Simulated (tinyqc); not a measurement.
Fermi-Dirac statistics of conduction electrons: sweeps and comparisons. A value that a table varies takes the place of the one given here.

Non-parabolic band E (1 + alpha E) = c k^2/m: n = Nc (2/sqrt(pi)) integral_0^infinity sqrt(x (1 + a x)) (1 + 2 a x) dx/(1 + exp(x - eta)) with a = alpha kT and eta = (EF - Ec)/kT; a = 0 gives n = Nc F_1/2(eta).

Constants: hbar^2/2m0 = 3.80998211 eV angstrom^2; kB = 8.617333262e-05 eV/K.

Values chosen for the exercise (near those of GaAs, lowest valleys alone; the results hold for these values, not for the real material):

| symbol | value | unit | meaning |
|---|---|---|---|
| m | 0.0669 | m0 | density-of-states mass of the conduction band |
| T | 300 | K |  |
| alpha | 0.61 | 1/eV | non-parabolicity |
| m1 | 0.0669 | m0 | mass of one isotropic band with spin |
| L | 100 | angstrom | confinement length used to compare densities |
| n | 4.3e+16 | 1/cm^3 | electron density |

## Parabolic against non-parabolic filling

N = 2 (m kB T/(4 pi c))^(3/2) with c = hbar^2/2m0, in 1/angstrom^3; times 1e24 for 1/cm^3. k_F = (3 pi^2 n)^(1/3) and the energy E0 that solves E (1 + alpha E) = c k_F^2/m give the limit of zero temperature.

EF - Ec (meV):

| n (1/cm^3) | parabolic | non-parabolic | non-parabolic, 0 K |
|---|---|---|---|
| 4.0e+16 | -60.8 | -62.4 | 6.4 |
| 2.0e+17 | -15.9 | -17.7 | 18.4 |
| 7.0e+17 | 26.8 | 23.9 | 41.9 |
| 2.0e+18 | 79.2 | 73.2 | 82.4 |
| 7.0e+18 | 196.6 | 175.2 | 179.7 |
| 2.0e+19 | 400.2 | 330.8 | 333.7 |

Non-parabolicity lowers EF by 1.6 meV at the lowest density and by 69.4 meV at the highest, where alpha (EF - Ec) = 0.20. Temperature lowers EF below its 0 K value by 68.7 meV at the lowest density and by 2.9 meV at the highest. EF enters the band between 2e+17 and 7e+17 1/cm^3.

## Dimension (statistics of electrons in three, two and one dimensions)

One band edge at E = 0, lambda = sqrt(4 pi c/(m1 kT)) with c = hbar^2/2m0. Densities with spin: n3 = (2/lambda^3) F_1/2(eta), n2 = (2/lambda^2) F_0(eta) with F_0 = ln(1 + exp(eta)), n1 = (2/lambda) F_-1/2(eta). F_j(eta) = (1/Gamma(j + 1)) integral_0^infinity x^j dx/(1 + exp(x - eta)), which tends to exp(eta) for eta << 0.

The last two columns turn the sheet and line densities into volume densities, n2/L and n1/L^2, over n3.

Densities:

| eta | n3 (1/cm^3) | n2 (1/cm^2) | n1 (1/cm) | (n2/L)/n3 | (n1/L^2)/n3 |
|---|---|---|---|---|---|
| -4 | 7.90e+15 | 1.31e+10 | 2.17e+04 | 1.66 | 2.75 |
| -2 | 5.61e+16 | 9.17e+10 | 1.49e+05 | 1.63 | 2.65 |
| -1 | 1.42e+17 | 2.26e+11 | 3.53e+05 | 1.59 | 2.48 |
| 0 | 3.32e+17 | 5.01e+11 | 7.27e+05 | 1.51 | 2.19 |
| 1 | 6.84e+17 | 9.49e+11 | 1.23e+06 | 1.39 | 1.80 |
| 2 | 1.23e+18 | 1.54e+12 | 1.76e+06 | 1.25 | 1.44 |
| 4 | 2.83e+18 | 2.90e+12 | 2.63e+06 | 1.03 | 0.929 |
| 8 | 7.54e+18 | 5.78e+12 | 3.81e+06 | 0.767 | 0.506 |

lambda = 166.4 angstrom

Far below the edge all three follow exp(eta), and the ratios tend to lambda/L = 1.664 and its square. From eta = 4 to 8 the densities grow by 2.67, 1.99 and 1.45, near the powers 2^(3/2), 2 and 2^(1/2) that the densities of states E^(1/2), E^0 and E^(-1/2) give. One subband serves while EF stays several kT below the second, 6.5 kT up for hard walls; rows with a larger eta, if any, overfill it.

## What moves the Fermi level

N = 2 (m kB T/(4 pi c))^(3/2) with c = hbar^2/2m0, in 1/angstrom^3; times 1e24 for 1/cm^3. Each row changes one parameter from the base and keeps the others.

Results:

| case | parabolic EF - Ec (meV) | non-parabolic EF - Ec (meV) |
|---|---|---|
| base | -58.88 | -60.46 |
| m = 0.0736 m0 | -62.70 | -64.27 |
| T = 350 K | -75.88 | -78.00 |
| n = 2.15e+16 1/cm^3 | -77.25 | -78.79 |
| alpha = 0.915 1/eV | -58.88 | -61.23 |

The largest shifts from the base row, up to three for each result and ties (the steps differ in size, so this ranks the rows, not the parameters). parabolic EF - Ec (meV): n -18.37, T -17.00, m -3.82; unchanged at the printed digits by alpha. non-parabolic EF - Ec (meV): n -18.33, T -17.55, m -3.81.

tinyqc: `OMP_NUM_THREADS=1 python tinyqc.py 1681273 1681274 out.jsonl`; about 0.01 s, one thread, shared Intel(R) Xeon(R) Processor @ 2.30GHz.
